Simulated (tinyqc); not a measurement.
Dopants and charged point defects at anneal temperature: Fermi-level effect, clustering and pairing: one step, computed by the program tinyqc. Command: `OMP_NUM_THREADS=1 python tinyqc.py 3011512 3011513 out.jsonl pairing walk`. One thread of a shared host (Intel(R) Xeon(R) Processor @ 2.30GHz), about 0.02 s of CPU time with the checks.

Boltzmann statistics and full ionisation of active dopants. Energies are counted from the valence band; the defect (a vacancy or self-interstitial) has five charge states, with all degeneracy factors one.

Problem. Charged defects. C_0 = N_s exp(S_f/k_B) exp(-H_f/k_B T). Ratios to the neutral state at E_F = E_i: r_+ = exp((E(+/0) - E_i)/k_B T), r_2+ = r_+ exp((E(2+/+) - E_i)/k_B T), r_- = exp((E_i - E(0/-))/k_B T), r_2- = r_- exp((E_i - E(-/2-))/k_B T); at other E_F state q scales as chi^(-q). The enhancement is sum r_q chi^(-q)/sum r_q. The charge on the defects is left out of neutrality.

Inputs (values chosen for the exercise, with bands modelled on GaAs):
```
quantity,value,unit
anneal temperature T,1070,K
formation enthalpy of the neutral defect H_f,3.05,eV
formation entropy S_f,9.2,k_B
site density N_s,3.4e+22,cm^-3
```

Dopant: donor. Second part: clustering of the dopant.

defect levels as fractions of E_g(T): (2+/+), (+/0), (0/-), (-/2-): [0.14, 0.16, 0.67, 0.89]

E_g = 1.036104 eV

k_B T = 0.09220547 eV

n_i = 5.098999e+16 cm^-3

E_i = 0.6616998 eV

chi = 46.31536

Give: neutral defects C_0; Charge states; all defects, doped; enhancement over intrinsic; mean charge.

Solution.

neutral defects C_0 = 1.450e+12 cm^-3

Charge states:
```
state,ratio r,intrinsic (cm^-3),doped (cm^-3)
2+,1.701e-05,2.466e+07,1.150e+04
+,4.615e-03,6.690e+09,1.444e+08
0,1.000e+00,1.450e+12,1.450e+12
-,7.030e-01,1.019e+12,4.720e+13
2-,4.172e-02,6.048e+10,1.297e+14
```

all defects, doped = 1.784e+14 cm^-3

enhancement over intrinsic = 70.34

mean charge = -1.719 e

Doping leaves the neutral state alone and multiplies the total by 70.3; the most common state is 2- (in intrinsic material 0).
